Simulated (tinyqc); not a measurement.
Changing the ripple wavelength over the critical one: strain-driven roughening and islands of a mismatched epitaxial film. Computed by tinyqc, a small Python program. Command: `OMP_NUM_THREADS=1 python tinyqc.py 3025639 3025640 out.jsonl island sweep`. One thread of a shared host (Intel(R) Xeon(R) Processor @ 2.30GHz), about 0.01 s of CPU time with the checks.

Film and substrate share isotropic elastic constants; the film is coherent and biaxially strained.

Inputs (values chosen for the exercise, for a model film):
```
quantity                                     value       unit
misfit |f|                                  0.0496          -
shear modulus G                               35.2        GPa
Poisson ratio nu                              0.24          -
surface energy gamma                          1.02      J/m^2
surface mobility D_s nu_s Omega^2/(k_B T)  7.6e-35  m^6/(J s)
initial ripple amplitude A0                   0.16         nm
```

Transport: surface diffusion.

Method. M = 2 G (1 + nu)/(1 - nu); stress = M f; energy density w = M f^2. A ripple A cos(k x) has the surface chemical potential per volume [gamma k^2 - 2 (1 + nu) w k] A cos(k x), so k_c = 2 (1 + nu) w/gamma. With surface diffusion the amplitude grows at the rate q = B k^2 [2 (1 + nu) w k - gamma k^2], fastest at k_m = (3/4) k_c. B is the surface mobility. Stress at the trough = stress x (1 + 2 k A).

One run for each value:
```
ripple wavelength over the critical one  q over the largest rate  k (1/nm)  stress concentration at A0
0.8                                                   -4.630e+00    0.8588                       1.275
1.0                                                   -4.059e-11    0.6871                       1.220
1.3                                                    9.959e-01    0.5285                       1.169
1.7                                                    7.947e-01    0.4042                       1.129
2.2                                                    4.857e-01    0.3123                       1.100
2.9                                                    2.547e-01    0.2369                       1.076
3.7                                                    1.366e-01    0.1857                       1.059
4.8                                                    6.787e-02    0.1431                       1.046
6.2                                                    3.337e-02    0.1108                       1.035
8.0                                                    1.620e-02    0.0859                       1.027
```

Over the rows, q over the largest rate goes from -4.63 through a maximum among these rows, 0.996 at 1.30, to 0.0162; k (1/nm) falls from 0.859 to 0.0859 (exponent d ln y / d ln x about -1.0 throughout); stress concentration at A0 falls from 1.27 to 1.03 (exponent d ln y / d ln x -0.20 between the first rows and -0.030 between the last). The rate is negative below the critical wavelength, where surface energy wins, and falls again at long wavelength, as k^3, since atoms must diffuse farther.

Extremes, crossings and ranges named in words are read from the listed rows.
